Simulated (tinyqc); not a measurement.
Flattening the wire at fixed area: round or elliptic silicon nanowire with anisotropic valleys (Ritz method).

Wire along x = [110] on a (001) wafer, y = [-110], z = [001]. Valley groups (w = inverse masses): A, two valleys along z: w_y = 1/mt, w_z = 1/ml, m_x = mt; B, four valleys in the wafer plane: w_y = (1/ml + 1/mt)/2, w_z = 1/mt, m_x = (ml + mt)/2.

Hard wall on the ellipse (y/a)^2 + (z/b)^2 = 1, c = hbar^2/2m0. With u = y/a, v = z/b the operator is -c [(w_y/a^2) d2/du2 + (w_z/b^2) d2/dv2] on the unit disc. Basis (1 - u^2 - v^2) u^i v^j; S, X and Y are the disc integrals of f f', (df/du)(df'/du) and (df/dv)(df'/dv), from the integral of u^p v^q = 2 Gamma((p+1)/2) Gamma((q+1)/2)/((p + q + 2) Gamma((p+q+2)/2)) for even p, q; H = c (w_y X/a^2 + w_z Y/b^2).

Converged values use 21 functions of each parity class (e or o in u, then in v).

Constants: hbar^2/2m0 = 3.80998211 eV angstrom^2.

Parameters, chosen for this exercise (near those of a Si nanowire; shifted at random, so the results belong to these values and not to a real crystal): ml = 0.916 m0 (longitudinal mass); mt = 0.194 m0 (transverse mass); asp = (0.4, 0.6, 0.8, 1, 1.3, 1.8, 2.5) (ratios a/b); area = 56.7 nm^2 (cross-section, kept fixed).

a = sqrt(area x ratio/pi), b = a/ratio, 1 nm^2 = 100 angstrom^2; lowest level of each group.

Levels (eV):
```
a/b  a (angstrom)  b (angstrom)       A       B
0.4          26.9          67.2  0.0758  0.0595
0.6          32.9          54.8  0.0540  0.0506
0.8          38.0          47.5  0.0434  0.0490
1.3          48.4          37.3  0.0326  0.0552
1.8          57.0          31.7  0.0294  0.0659
2.5          67.2          26.9  0.0292  0.0831
```

Give the missing row, a/b = 1.0.

Computed row:
```
a/b  a (angstrom)  b (angstrom)       A       B
1.0          42.5          42.5  0.0375  0.0504
```

Each group is lowest where its stretched ellipse is a circle, at a/b = sqrt(w_y/w_z): 2.17 for A and 0.78 for B. The lowest group is B in the first row and A in the last, crossing between a/b = 0.6 and 0.8; B - A is -16 meV in the first row and +54 meV in the last.

tinyqc: `OMP_NUM_THREADS=1 python tinyqc.py 1250386 1250387 out.jsonl`; about 0.05 s, one thread, shared Intel(R) Xeon(R) Processor @ 2.30GHz.
